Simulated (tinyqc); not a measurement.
Range and order of the fit: effective mass of the conduction band from tabulated energies.

c = hbar^2/2m0.
Constants: hbar^2/2m0 = 3.80998211 eV angstrom^2.

Energies along [110], from the band edge:
```
k (1/angstrom)   E (meV)
0.000000         0.00000
0.001600         0.72580
0.003200         2.87920
0.004800         6.39180
0.006400        11.16160
0.008000        17.06630
0.009600        23.97630
0.011200        31.76490
0.012800        40.31490
```

reference mass (curvature of the model at k = 0.0001 1/angstrom) = 0.013400 m0

Least-squares fits of E = a k^2 (+ b k^4 + d k^6) over points 1 to n, and the line y = c k^2/E against E; errors of m against the reference.

Results:
```
n  E at point n (meV)  one term (%)  two terms (%)  three terms (%)  line (%)  rms residual, one term (meV)
3                 6.4          2.24           0.05             0.00      0.00                         0.022
4                11.2          3.75           0.15             0.00      0.00                         0.063
5                17.1          5.57           0.35             0.02      0.01                         0.139
6                24.0          7.65           0.66             0.05      0.01                         0.260
7                31.8          9.98           1.09             0.12      0.01                         0.433
8                40.3         12.51           1.65             0.23      0.02                         0.664
```

What can be read from this table?

The error of the parabola goes from +2.24 to +12.51 % as the range widens, and at n = 8 its residual, 0.66 meV, is only 1.6 % of the top energy: a small residual does not vouch for the mass. Over the full range (n = 8) the best form is the line (0.02 %); the line errs by 0.00 % at n = 3 and +0.02 % at n = 8. Without scatter, a narrower range or a second term is the cure: at n = 8 the errors are +12.51, +1.65 and +0.23 % for one, two and three terms. Three terms on three points interpolate exactly.

Run: tinyqc, `OMP_NUM_THREADS=1 python tinyqc.py 1850705 1850706 out.jsonl`; Intel(R) Xeon(R) Processor @ 2.30GHz, one thread, shared host; about 0.01 s of CPU time with all checks.
